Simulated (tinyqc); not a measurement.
Worked calculation: lateral field, substrate current, probability of reaching the oxide barrier and hot-carrier lifetime of a silicon transistor (pseudo-two-dimensional and lucky-electron models). Computed by tinyqc, a small Python program that keeps every step. Command: `OMP_NUM_THREADS=1 python tinyqc.py 3024986 3024987 out.jsonl hotcar walk`. One thread of a shared host (Intel(R) Xeon(R) Processor @ 2.30GHz), about 0.01 s of CPU time with the checks. Intermediate numbers are printed to about 6 digits and carried at full precision; extremes and crossings named in words are read from the listed rows.

Local-field models: a lucky carrier gains its energy at the peak field over a path free of collisions. Voltages are magnitudes.

Inputs (values chosen for the exercise, modelled on a silicon p-channel): channel length L = 1700 nm; oxide thickness t = 43 nm; junction depth x_j = 420 nm; mobility mu = 110 cm^2/(V s); saturation velocity v_s = 0.66 1e7 cm/s; threshold voltage V_T = 0.59 V; gate voltage V_G = 4.8 V; drain voltage V_D = 13 V; ionisation prefactor A_i = 8e+06 1/cm; ionisation field B_i = 3.67 MV/cm; hot-carrier mean free path lambda = 4.7 nm; oxide barrier phi_b = 4.6 eV; interface-trap threshold phi_it = 4.7 eV; lifetime constant H = 700 s microampere/micrometre.

Drain: abrupt.

Constants: eps_0 = 8.8541878128e-12 F/m.

## Saturation point and current

C_ox = 3.9 eps_0/t; F_sat = 2 v_s/mu; V_Dsat = V_ov F_sat L/(V_ov + F_sat L), V_ov = V_G - V_T; I_D/W = C_ox v_s (V_ov - V_Dsat).

F_sat = 120 kV/cm

V_Dsat = 3.48980 V

drain current I_D/W = 38.1717 microampere/micrometre

## Peak lateral field

Scale length l = 0.22 t^(1/3) x_j^(1/2) (all in cm); F_m = sqrt(((V_D - V_Dsat)/l_e)^2 + F_sat^2), with l_e = l; length of the velocity-saturated region l_e ln((V_D - V_Dsat)/(l_e F_sat) + F_m/F_sat).

scale length l = 231.848 nm

peak field F_m = 427.384 kV/cm

velocity-saturated length = 450.485 nm

energy gained over one free path, e lambda F_m = 0.200870 eV

The field rises from F_sat to F_m as cosh(x/l_e), a factor 3.6, over 26 % of L.

## Hot-carrier currents and lifetime

Substrate current I_sub/I_D = (A_i/B_i)(V_D - V_Dsat) exp(-B_i/F_m); probability of reaching the oxide barrier exp(-phi_b/(e lambda F_m)); lifetime tau = (H/(I_D/W)) exp(phi_it/(e lambda F_m)).

I_sub/I_D = 0.00386606

substrate current I_sub/W = 0.147574 microampere/micrometre

probability of reaching phi_b = 1.13371e-10

lifetime tau = 2.66110e+11 s

exponent m = phi_it/(e lambda B_i) = 2.72480

Since both exponentials depend on 1/F_m, tau I_D scales about as (I_sub/I_D)^(-m) with m = 2.72, which lets I_sub serve as the monitor. The lifetime is 843 times ten years (3.156e8 s).

## Substrate current against gate voltage

The formulas are those given above.

At the given drain voltage:
```
V_G (V)  V_Dsat (V)  I_D/W (microampere/micrometre)  F_m (kV/cm)  I_sub/W (microampere/micrometre)      tau (s)
1.3         0.68612                           1.266      544.506                          0.040176  5.23257e+10
2.0         1.31884                           4.831      517.922                          0.102935  3.51853e+10
3.1         2.23501                          14.575      479.569                          0.162375  5.46296e+10
4.4         3.21041                          31.779      438.962                          0.158621  1.72430e+11
6.1         4.33825                          62.105      392.395                          0.101690  1.31751e+12
8.1         5.48922                         107.105      345.464                          0.042681  2.43569e+13
10.0        6.43958                         157.437      307.356                          0.014680  5.99831e+14
12.0        7.31732                         216.918      272.902                          0.003880  2.64674e+16
14.0        8.09122                         281.904      243.366                          0.000852  1.73901e+18
```

I_sub peaks at V_G = 3.1 V, 0.24 V_D: a higher gate voltage brings more carriers but raises V_Dsat and so lowers F_m. The shortest lifetime among the rows lies at V_G = 2 V, below that of the largest I_sub, since tau depends more steeply on the field.

## Extrapolating accelerated tests

V_10 solves tau = 3.156e8 s at the given V_G. The extrapolation fits ln(tau) against 1/V_D at 1, 1.08, 1.16 and 1.25 times the given V_D (rounded to 3 digits) by least squares and reads off the same tau.

Stress points:
```
V_D (V)  1/V_D (1/V)      tau (s)
13.0       0.0769231  2.66110e+11
14.0       0.0714286  3.34673e+10
15.1       0.0662252  4.97924e+09
16.2       0.0617284  1.00493e+09
```

ten-year drain voltage V_10 = 17.1245 V

V_10 from the 1/V_D extrapolation = 17.0505 V

The extrapolation is 74 mV below the true value.

Checks made by the program: voltage drop as the integral of F_sat cosh(x/l_e) over the saturated length (relative difference below 1e-10).
